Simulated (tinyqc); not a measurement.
p-n diode, drift-diffusion by the Gummel loop with Scharfetter-Gummel fluxes: one step of the calculation.

Abrupt junction at x = 0, p side from -Lp, n side to Ln, ohmic contacts. psi is counted from the intrinsic level; n = ni exp((psi - phin)/Vt), p = ni exp((phip - psi)/Vt). Contacts: p side psi = V - Vt ln(Na/ni), p = Na, n = ni^2/Na; n side psi = Vt ln(Nd/ni), n = Nd, p = ni^2/Nd. Constant mobilities, D = mu Vt, Boltzmann statistics, SRH recombination through a mid-gap level, U = (n p - ni^2)/(tp (n + ni) + tn (p + ni)). Current is positive from the p contact to the n contact.

Task. Hole continuity. With psi and the new n held, F_i = (mup Vt/h_i) [p_(i+1) B(-d_i) - p_i B(d_i)], d_i = (psi_(i+1) - psi_i)/Vt, B(d) = d/(exp(d) - 1); solve F_i - F_(i-1) = w_i [(n_i p_i - ni^2)/den_i - G] for the new p, with den = tp (n + ni) + tn (p + ni) taken at the new n and the old p, h_i = x_(i+1) - x_i, w_i = (h_(i-1) + h_i)/2; phip = psi + Vt ln(p/ni).

Values chosen for this exercise; band and dielectric values close to those of gallium arsenide: temperature T = 300 K; acceptor density of the p side Na = 3e16 cm^-3; donor density of the n side Nd = 5.1e15 cm^-3; hole mobility mup = 320 cm^2/(V s); SRH lifetime of electrons tn = 4e-7 s; SRH lifetime of holes tp = 6e-7 s; uniform generation rate G = 0 cm^-3 s^-1.

Constants: q = 1.602176634e-19 C, kB = 1.380649e-23 J/K, Vt = kB T/q. Results are converted to the units shown.

```
node  x (nm)     psi (V)  new n (cm^-3)  p after Poisson (cm^-3)
0       -510  0.12357284   1.2649272e-4                     3e16
1       -385  0.12357335    6.4688441e7             2.9999411e16
2       -276  0.12358450    1.2113641e8             2.9986474e16
3       -182  0.12377799    1.7087448e8             2.9762874e16
4       -101  0.12633931    2.3273608e8             2.6955456e16
5      -30.5  0.15173465    6.8361545e8             1.0093079e16
6       30.5  0.28746742   1.3146352e11             5.2943602e13
7        146  0.46963564   1.5105136e14             4.6081031e10
8        367  0.55600621   4.2666451e15              1.6313998e9
9        786  0.56055524   5.0875284e15              1.3681701e9
10      1580  0.56061829   5.0999525e15              1.3648372e9
11      3100  0.56061853         5.1e15             7.4407483e-4
```

ni = 1.9480199e6 cm^-3

Wanted: new p; phip after round 1.

Result.

```
node  new p (cm^-3)  phip after round 1 (V)
0          3.000e16                  0.7300
1          3.000e16                  0.7300
2          2.999e16                  0.7300
3          2.976e16                  0.7300
4          2.696e16                  0.7300
5          1.009e16                  0.7300
6          5.294e13                  0.7300
7          4.607e10                  0.7300
8           1.599e9                  0.7295
9           1.150e9                  0.7255
10          7.528e8                  0.7146
11         7.441e-4                  0.0000
```

tinyqc, about 0.1 s, one thread, Intel Xeon 2.30GHz (shared host): `OMP_NUM_THREADS=1 python tinyqc.py 2240094 2240095 out.jsonl`
